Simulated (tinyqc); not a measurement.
Bloch-Grueneisen resistivity of a metal: one step, computed by the program tinyqc. Command: `OMP_NUM_THREADS=1 python tinyqc.py 3018776 3018777 out.jsonl bg walk`. One thread of a shared host (Intel(R) Xeon(R) Processor @ 2.30GHz), about 0.01 s of CPU time with the checks.

Electrons scatter from a Debye spectrum of phonons (n = 5 for scattering within one band, n = 3 for scattering into a second, heavy band) and from static defects.

Question. Total resistivity and derived numbers. J_n(y) = int_0^y x^n e^x/(e^x - 1)^2 dx, by 96 Gauss-Legendre points (upper limit at most 60). rho_ph = (n - 1) rho_1 (T/Theta)^n J_n(Theta/T), with rho_1 = 2 pi lambda_tr k_B Theta/(hbar eps_0 w_p^2), the high-temperature line at T = Theta. Matthiessen's rule: rho = rho_0 + rho_ph. Temperature coefficient (1/rho) d rho/dT by a central difference of +/- 0.5 K; residual ratio rho(295 K)/rho(4.2 K); scattering time tau = 1/(eps_0 w_p^2 rho); Wiedemann-Franz kappa = L_0 T/rho, L_0 = (pi^2/3)(k_B/e)^2.

Inputs (values chosen for the exercise, modelled on silver):
```
quantity                      value         unit
exponent n                        5            -
Debye temperature Theta         212            K
transport coupling lambda_tr   0.12            -
Drude plasma energy hbar w_p    9.3           eV
residual resistivity rho_0     0.13  microohm cm
temperature T                   295            K
```

Addition: none.

Constants: k_B = 1.380649e-23 J/K; hbar = 1.054571817e-34 J s; eps_0 = 8.8541878128e-12 F/m; hbar = 6.582119569e-16 eV s; k_B = 8.617333262e-05 eV/K.

Give: resistivity rho; temperature coefficient; residual resistance ratio; scattering time; Wiedemann-Franz conductivity.

Answer.

resistivity rho = 1.7311 microohm cm

temperature coefficient = 3.3134 1e-3/K

residual resistance ratio = 13.316

scattering time = 32.682 fs

Wiedemann-Franz conductivity = 416.33 W/(m K)
